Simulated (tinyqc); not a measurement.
Geometry alone against geometry with stress: oxidation of curved silicon (wires and holes): cylindrical Deal-Grove kinetics with stress-retarded reaction. Computed by tinyqc, a small Python program. Command: `OMP_NUM_THREADS=1 python tinyqc.py 3015331 3015332 out.jsonl wireox walk`. One thread of a shared host (Intel(R) Xeon(R) Processor @ 2.30GHz), about 0.01 s of CPU time with the checks.

Silicon fills r > a and oxide b < r < a. One volume of silicon gives 2.25 volumes of oxide, and the length is fixed.

Inputs (values chosen for the exercise, close to those used for silicon in dry oxygen):
```
quantity                       value        unit
prefactor B0                     793      um^2/h
activation energy E_B           1.22          eV
prefactor (B/A)0            4.27e+06        um/h
activation energy E_A           2.02          eV
starting silicon radius a0       9.7          nm
starting oxide x_i                 3          nm
viscosity prefactor eta0     2.2e-08        Pa s
viscosity energy E_eta          5.53          eV
critical shear stress s_c         95         MPa
activation volume V_k            7.7  angstrom^3
temperature T                    900           C
time t                          0.19           h
```

Shape: hole (concave).

Constants: k_B = 8.617333262e-05 eV/K.

Method:
- B = B0 exp(-E_B/(k_B T)), B/A = (B/A)0 exp(-E_A/(k_B T)), eta = eta0 exp(E_eta/(k_B T)); 1 um = 1000 nm.
- Temperatures in kelvin are T(C) + 273.15.
- Geometry: b^2 = b0^2 - 1.25 (a^2 - a0^2), b0 = a0 - x_i.
- Rate of oxide made per interface area: q = 1/[1/k + 2 a |ln(b/a)|/B], and |da/dt| = q/2.25. Reaction k = (B/A) exp(-sigma V_k/(k_B T)). New oxide pushes the old with radial speed u = 1.25 |da/dt| at r = a; the shear stress at radius r is s_c asinh(z a^2/r^2), z = 2 eta u/(a s_c) (Eyring flow), and the compressive normal stress at the interface is sigma = |int_a^b 2 s/r dr| = s_c |F(z) - F(z a^2/b^2)|, F(y) = int_0^y asinh(w)/w dw. q and sigma are solved together. 1 MPa angstrom^3 = 6.241509e-6 eV.
- Integrate da/dt adaptively (tolerance 1e-8); a wire counts as consumed at a = 0.5 nm and a hole as closed at b = 0.5 nm. Planar reference: x^2 + A x = B t + x_i^2 + A x_i, A = B/(B/A).
- A dash marks a stress-free run that has consumed the wire or closed the hole.

B = 4552.29 nm^2/h

B/A = 8.96676 nm/h

low-stress viscosity eta = 1.25589e+16 Pa s

k_B T = 0.101094 eV

Oxide thickness (nm):
```
t (h)   planar  curved, no stress  curved, with stress  a (nm)  sigma (MPa)
0.0057  3.0505             3.0631               3.0434   9.715        800.7
0.0190  3.1683             3.2116               3.1443   9.751        829.2
0.0380  3.3365             3.4269               3.2876   9.801        869.9
0.0760  3.6726             3.8698               3.5711   9.898        951.9
0.1330  4.1760             4.5692               3.9891  10.037       1076.1
0.1900  4.6783             5.3212               4.3988  10.168       1202.4
0.2850  5.5134             6.7450               5.0641  10.368       1419.5
0.3800  6.3458             8.5959               5.7088  10.548       1647.5
```

At 0.38 h the thickness is 1.355 of the planar value from geometry alone and 0.900 with stress. In a hole the oxide is squeezed into a smaller circumference, which thickens it, while the oxidant must spread over a larger interface. Stress and geometry both count. Caution: rows with a normal stress above about 1.5 GPa lie beyond the range of a viscous flow law. Caution: elasticity of the oxide, stress-dependent diffusion and thin-oxide enhancement are left out.
